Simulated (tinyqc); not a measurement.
# p-n diode, drift-diffusion by the Gummel loop with Scharfetter-Gummel fluxes: two studies

Abrupt junction at x = 0, p side from -Lp, n side to Ln, ohmic contacts. psi is counted from the intrinsic level; n = ni exp((psi - phin)/Vt), p = ni exp((phip - psi)/Vt). Contacts: p side psi = V - Vt ln(Na/ni), p = Na, n = ni^2/Na; n side psi = Vt ln(Nd/ni), n = Nd, p = ni^2/Nd. Constant mobilities, D = mu Vt, Boltzmann statistics, SRH recombination through a mid-gap level, U = (n p - ni^2)/(tp (n + ni) + tn (p + ni)). Current is positive from the p contact to the n contact.

Parameters, values chosen for the exercise; band and dielectric values those of a made-up semiconductor: temperature T = 300 K; band gap Eg = 1.11 eV; relative permittivity eps_r = 14.6; conduction-band density of states at T Nc = 2.82e19 cm^-3; valence-band density of states at T Nv = 2.9e19 cm^-3; acceptor density of the p side Na = 1.7e17 cm^-3; donor density of the n side Nd = 7.1e15 cm^-3; electron mobility mun = 900 cm^2/(V s); hole mobility mup = 270 cm^2/(V s); SRH lifetime of electrons tn = 3e-9 s; SRH lifetime of holes tp = 2e-10 s; length of the p side Lp = 1.3 um; length of the n side Ln = 1.4 um; uniform generation rate G = 0 cm^-3 s^-1.

Constants: q = 1.602176634e-19 C, kB = 1.380649e-23 J/K, Vt = kB T/q, eps0 = 8.8541878128e-14 F/cm where lengths are in cm. Results are converted to the units shown.

Each table varies one quantity; the others keep the values above.

## Current against voltage in the dark

ni = sqrt(Nc Nv) exp(-Eg/(2 Vt)), Eg in volts. Poisson and both continuity equations are solved self-consistently with Scharfetter-Gummel fluxes on a graded mesh of 500 nodes. J_scr is q times the integral of U between -xp and xn. Ideal diffusion current J_id = q ni^2 [Dn coth(wp/Le)/(Le Na) + Dp coth(wn/Lh)/(Lh Nd)] (exp(V/Vt) - 1), Le = sqrt(Dn tn), Lh = sqrt(Dp tp), wp = Lp - xp, wn = Ln - xn, with xp and xn from the depletion approximation (W = sqrt(2 eps0 eps_r (Vbi - V)(1/Na + 1/Nd)/q), xp = W Nd/(Na + Nd), xn = W Na/(Na + Nd), Vbi = Vt ln(Na Nd/ni^2)). Ideality factor = 0.004 V/(Vt ln[J(V + 0.004 V)/J(V)]). Here G = 0.

In this table G = 0 cm^-3 s^-1.

Result of one run:

| V (V) | J (A/cm^2) | ideality factor | J_scr/J (%) | J_id (A/cm^2) | share recombining at the contacts (%) | larger minority/doping at -xp and xn |
|---|---|---|---|---|---|---|
| 0.4 | 0.0276 | 1.55 | 85.5 | 0.00427 | 1.89 | 2.44e-5 |

What becomes of these results when the bias of the p contact V is changed from 0.4 to 0.34 V, all else the same?

Result of the changed run:

| V (V) | J (A/cm^2) | ideality factor | J_scr/J (%) | J_id (A/cm^2) | share recombining at the contacts (%) | larger minority/doping at -xp and xn |
|---|---|---|---|---|---|---|
| 0.34 | 0.00659 | 1.68 | 94.0 | 4.20e-4 | 0.813 | 2.44e-6 |

The whole series:

| V (V) | J (A/cm^2) | ideality factor | J_scr/J (%) | J_id (A/cm^2) | share recombining at the contacts (%) | larger minority/doping at -xp and xn |
|---|---|---|---|---|---|---|
| 0.15 | 1.04e-4 | 1.76 | 99.8 | 2.70e-7 | 0.0376 | 1.63e-9 |
| 0.21 | 3.80e-4 | 1.80 | 99.3 | 2.75e-6 | 0.101 | 1.64e-8 |
| 0.28 | 0.00172 | 1.77 | 97.7 | 4.12e-5 | 0.318 | 2.43e-7 |
| 0.34 | 0.00659 | 1.68 | 94.0 | 4.20e-4 | 0.813 | 2.44e-6 |
| 0.4 | 0.0276 | 1.55 | 85.5 | 0.00427 | 1.89 | 2.44e-5 |
| 0.46 | 0.134 | 1.39 | 69.8 | 0.0435 | 3.79 | 2.42e-4 |
| 0.52 | 0.768 | 1.27 | 47.7 | 0.443 | 6.38 | 0.00236 |
| 0.58 | 4.84 | 1.28 | 24.7 | 4.51 | 9.99 | 0.0219 |
| 0.64 | 26.4 | 1.50 | 9.84 | 45.9 | 21.0 | 0.169 |

J rises from 1.04e-4 to 26.4 A/cm^2; the ideality factor moves up and down between 1.27 and 1.80. Recombination in the depleted layer carries over half of the current up to V = 0.46 V, where the factor is 1.39; it grows roughly as exp(V/2 Vt), so diffusion overtakes it. Where the factor is lowest (V = 0.52 V), J is 74 % above the ideal diffusion current. From V = 0.64 V on the minority density at an edge of the layer exceeds a tenth of the doping, and in the last row J is 42 % below the ideal value.

## Effect of the hole mobility at fixed bias

Same model as above.

In this table V = 0.53 V.

Result of one run:

| mup (cm^2/(V s)) | J (A/cm^2) | ideality factor | J_scr/J (%) | J_id (A/cm^2) | share recombining at the contacts (%) | larger minority/doping at -xp and xn |
|---|---|---|---|---|---|---|
| 540 | 1.32 | 1.21 | 34.9 | 0.928 | 15.3 | 0.00361 |

What becomes of these results when the hole mobility mup is changed from 540 to 330 cm^2/(V s), all else the same?

Result of the changed run:

| mup (cm^2/(V s)) | J (A/cm^2) | ideality factor | J_scr/J (%) | J_id (A/cm^2) | share recombining at the contacts (%) | larger minority/doping at -xp and xn |
|---|---|---|---|---|---|---|
| 330 | 1.11 | 1.24 | 41.2 | 0.720 | 8.64 | 0.00349 |

The whole series:

| mup (cm^2/(V s)) | J (A/cm^2) | ideality factor | J_scr/J (%) | J_id (A/cm^2) | share recombining at the contacts (%) | larger minority/doping at -xp and xn |
|---|---|---|---|---|---|---|
| 27 | 0.549 | 1.49 | 73.5 | 0.224 | 4.37 | 0.00211 |
| 44 | 0.623 | 1.44 | 67.6 | 0.278 | 3.87 | 0.00250 |
| 73 | 0.713 | 1.38 | 61.0 | 0.351 | 3.52 | 0.00284 |
| 120 | 0.817 | 1.34 | 54.4 | 0.442 | 3.67 | 0.00311 |
| 200 | 0.949 | 1.29 | 47.7 | 0.563 | 5.05 | 0.00333 |
| 330 | 1.11 | 1.24 | 41.2 | 0.720 | 8.64 | 0.00349 |
| 540 | 1.32 | 1.21 | 34.9 | 0.928 | 15.3 | 0.00361 |

As mup rises from 27 to 540, J rises from 0.549 to 1.32 A/cm^2, the share of the depleted layer falls from 73.5 to 34.9 % and the share lost at the contacts goes from 4.37 through a minimum of 3.52 (at mup = 73 among the rows listed) to 15.3 %. The exponent d ln J/d ln mup is 0.26 between the first two rows and 0.35 between the last two. J less J_scr is 7.2 % below J_id in the last row.

tinyqc, about 0.2 s, one thread, Intel Xeon 2.30GHz (shared host): `OMP_NUM_THREADS=1 python tinyqc.py 2240007 2240008 out.jsonl`
